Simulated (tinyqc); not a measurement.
Empirical pseudopotential in a few plane waves, step by step. Computed by tinyqc, a small Python program that keeps every step. Settings: plane-wave index or count = 15. Command: `OMP_NUM_THREADS=1 python tinyqc.py 25852 25853 out.jsonl` (the two numbers bound the seeds that draw the settings). One thread of a shared host (Intel(R) Xeon(R) Processor @ 2.60GHz), about 0.2 s of CPU time with the checks.

## Bloch Hamiltonian at k

Parameters chosen for this model: fcc lattice, atoms at +/- a/8 (1,1,1); form factors in rydberg at |G|^2 in units of (2 pi/a)^2:
```
parameter                 value      unit
a                      6.230000  angstrom
VS(3)                 -0.247000        Ry
VS(8)                 -0.006000        Ry
VS(11)                 0.048000        Ry
VA(3)                         0        Ry
VA(4)                         0        Ry
VA(11)                        0        Ry
hbar^2/2m (2 pi/a)^2   3.875311        eV
```

k point k (2 pi / a): [-0.480000, -0.590000, 0.430000]

Basis: the 15 shortest G (labels in 2 pi/a), the same at every k. H(G,G') = c |k + G|^2 delta + VS(|G-G'|^2) cos((G-G').tau) + i VA sin((G-G').tau), tau = a/8 (1,1,1); 1 Ry = 13.605693 eV.

H(k) at k (eV):
```
           +0+0+0     -1-1-1     -1-1+1     -1+1-1     -1+1+1     +1-1-1     +1-1+1     +1+1-1
+0+0+0   2.958412   2.376307  -2.376307  -2.376307  -2.376307  -2.376307  -2.376307  -2.376307
-1-1-1   2.376307  19.544744   0.000000   0.000000   0.081634   0.000000   0.081634   0.081634
-1-1+1  -2.376307   0.000000  26.210279  -0.081634   0.000000  -0.081634   0.000000   0.000000
-1+1-1  -2.376307   0.000000  -0.081634  10.399010   0.000000  -0.081634   0.000000   0.000000
-1+1+1  -2.376307   0.081634   0.000000   0.000000  17.064545   0.000000  -0.081634  -0.081634
+1-1-1  -2.376307   0.000000  -0.081634  -0.081634   0.000000  12.104147   0.000000   0.000000
+1-1+1  -2.376307   0.081634   0.000000   0.000000  -0.081634   0.000000  18.769682  -0.081634
+1+1-1  -2.376307   0.081634   0.000000   0.000000  -0.081634   0.000000  -0.081634   2.958412
+1+1+1   2.376307   0.000000   0.081634   0.081634   0.000000   0.081634   0.000000   0.000000
-2+0+0   0.000000  -2.376307  -2.376307  -2.376307   2.376307   0.461793  -0.461793  -0.461793
+0-2+0   0.000000  -2.376307  -2.376307   0.461793  -0.461793  -2.376307   2.376307  -0.461793
+0+0-2   0.000000  -2.376307   0.461793  -2.376307  -0.461793  -2.376307  -0.461793   2.376307
+0+0+2   0.000000  -0.461793   2.376307  -0.461793  -2.376307  -0.461793  -2.376307   0.461793
+0+2+0   0.000000  -0.461793  -0.461793   2.376307  -2.376307  -0.461793   0.461793  -2.376307
+2+0+0   0.000000  -0.461793  -0.461793  -0.461793   0.461793   2.376307  -2.376307  -2.376307

           +1+1+1     -2+0+0     +0-2+0     +0+0-2     +0+0+2     +0+2+0     +2+0+0
+0+0+0   2.376307   0.000000   0.000000   0.000000   0.000000   0.000000   0.000000
-1-1-1   0.000000  -2.376307  -2.376307  -2.376307  -0.461793  -0.461793  -0.461793
-1-1+1   0.081634  -2.376307  -2.376307   0.461793   2.376307  -0.461793  -0.461793
-1+1-1   0.081634  -2.376307   0.461793  -2.376307  -0.461793   2.376307  -0.461793
-1+1+1   0.000000   2.376307  -0.461793  -0.461793  -2.376307  -2.376307   0.461793
+1-1-1   0.081634   0.461793  -2.376307  -2.376307  -0.461793  -0.461793   2.376307
+1-1+1   0.000000  -0.461793   2.376307  -0.461793  -2.376307   0.461793  -2.376307
+1+1-1   0.000000  -0.461793  -0.461793   2.376307   0.461793  -2.376307  -2.376307
+1+1+1   9.623947  -0.461793  -0.461793  -0.461793  -2.376307  -2.376307  -2.376307
-2+0+0  -0.461793  25.900254  -0.081634  -0.081634   0.081634   0.081634   0.000000
+0-2+0  -0.461793  -0.081634  27.605391  -0.081634   0.081634   0.000000   0.081634
+0+0-2  -0.461793  -0.081634  -0.081634  11.794122   0.000000   0.081634   0.081634
+0+0+2  -2.376307   0.081634   0.081634   0.000000  25.125192  -0.081634  -0.081634
+0+2+0  -2.376307   0.081634   0.000000   0.081634  -0.081634   9.313923  -0.081634
+2+0+0  -2.376307   0.000000   0.081634   0.081634  -0.081634  -0.081634  11.019059
```

## Levels at k

Diagonalise the Hermitian matrix.

eigenvalues (eV): [-1.224653, 1.460001, 6.851482, 7.175749, 9.213905, 12.708769, 12.949064, 15.979021, 16.788958, 18.395364, 19.223383, 24.131152, 27.183069, 28.249986, 31.305869]

## Bands along a path

The same steps at evenly spaced points between the labelled ones.

Bands along the path (eV), lowest eight:
```
k            band 1    band 2    band 3    band 4     band 5     band 6     band 7     band 8
L         -1.269415  1.481798  7.180995  7.180995   8.846424  12.825834  12.825834  15.787403
L-G 0.20  -1.750326  2.033052  7.135650  7.135650   8.818492  12.678147  12.678147  15.121229
L-G 0.40  -2.300630  3.010936  7.213001  7.213001   8.900827  12.552950  12.552950  13.435470
L-G 0.60  -2.743457  4.207465  7.373323  7.373323   8.879522  12.164274  12.263083  12.263083
L-G 0.80  -3.021726  5.490061  7.543444  7.543444   8.329134  11.680744  11.881667  11.881667
G         -3.116111  6.379869  7.619655  7.619655   7.619655  11.707567  11.707567  11.707567
G-X 0.20  -2.989938  5.330333  7.413625  7.413625   8.693741  11.302028  12.119148  12.119148
G-X 0.40  -2.613376  3.927466  6.994904  6.994904   9.993663  10.675586  13.151143  13.151143
G-X 0.60  -1.992353  2.604406  6.626283  6.626283  10.261047  10.443539  14.354379  14.536262
G-X 0.80  -1.136868  1.404731  6.436773  6.436773  10.061329  10.169231  15.740647  16.151873
X         -0.060769  0.354180  6.482787  6.482787   9.662113  10.443972  17.605641  17.965376
```

With 4 band(s) filled, the highest filled level on these points lies at G and the lowest empty one at G: the bands touch or overlap, so there is no gap. This holds for the small fixed basis; with all plane waves up to |k + G|^2 = 21 (2 pi/a)^2 the gap along the path is 0.00 eV.

## Convergence with the number of plane waves

Levels at G counted from the fourth one.

Levels (eV):
```
plane waves     level 1   level 5   level 8
9            -14.823678  0.000000         0
15           -10.735766         0  4.087912
27           -10.215243         0  3.585066
51            -9.967559         0  3.841105
59            -9.971194         0  3.719622
65            -9.983051         0  3.708933
89            -9.969503         0  3.706421
```
